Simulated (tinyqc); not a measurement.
Worked calculation: WKB tunnelling through a gate dielectric with a two-band (Franz) dispersion. Values are carried at full precision from step to step, so a last printed digit may differ when a step is redone from the rounded ones.

Constants: hbar^2/2m0 = 3.80998211 eV angstrom^2.

Parameters, chosen for this exercise (of the size used for Al2O3 on silicon; shifted at random, so the results belong to these values and not to a real crystal):
- phi = 2.24 eV (barrier above the electron energy at the emitter)
- t = 36 angstrom (thickness)
- V = 0.6 V (voltage across the layer)
- Eg = 6.89 eV (gap of the dielectric)
- m = 0.29 m0 (mass at the conduction edge)

## Shape of the barrier

Field V/t (1 V/angstrom = 100 MV/cm), the end of the forbidden region x_e = min(t, phi t/V), and u there.

field = 1.67 MV/cm
x_e = 36.00 angstrom
u(x_e) = 1.640 eV

V < phi: a trapezoid, direct tunnelling through the whole layer.

## Decay constant through the layer

At depth x the conduction edge lies u(x) = phi - V x/t above the electron. Parabolic: kappa = sqrt(m u/c). Franz: kappa = sqrt(m u (1 - u/Eg)/c), which vanishes at both band edges. c = hbar^2/2m0. T = exp(-2 integral of kappa dx) over the region u > 0; no image force, no prefactor, zero transverse momentum. The region ends at x_e = min(t, phi t/V); x_e < t is the Fowler-Nordheim regime.

Nine points x = j x_e/8.

kappa (1/angstrom):
```
x (angstrom)  u (eV)  parabolic   Franz
0.000         2.2400     0.4129  0.3392
4.500         2.1650     0.4059  0.3362
9.000         2.0900     0.3989  0.3329
13.500        2.0150     0.3916  0.3294
18.000        1.9400     0.3843  0.3257
22.500        1.8650     0.3768  0.3218
27.000        1.7900     0.3691  0.3176
31.500        1.7150     0.3613  0.3131
36.000        1.6400     0.3533  0.3084
```

At the emitter the Franz value is 17.8 % below the parabolic one, the factor sqrt(1 - phi/Eg).

## The integrals by Simpson's rule

Weights 1, 4, 2, 4, 2, 4, 2, 4, 1 times a third of the spacing.

integral of kappa dx: parabolic 13.820, Franz 11.703

## The integrals in closed form

Parabolic: (2/3) sqrt(m/c) (t/V) (phi^(3/2) - u_e^(3/2)). Franz: sqrt(m/c) Eg^(3/2) (t/V) (f(phi/Eg) - f(u_e/Eg)) with f(y) = ((2y - 1) sqrt(y (1 - y)) + arcsin(sqrt y))/4. u_e = max(phi - V, 0). T = exp(-2 I).

integral of kappa dx: parabolic 13.8199, Franz 11.7029

T: parabolic 9.91e-13, Franz 6.84e-11

The two-band dispersion raises T by a factor 69.

## Checks

- Franz integral in closed form against adaptive quadrature: both 11.7029.

(tinyqc, `OMP_NUM_THREADS=1 python tinyqc.py 1452869 1452870 out.jsonl`, Intel(R) Xeon(R) Processor @ 2.30GHz, 1 thread, shared host, about 0.01 s.)
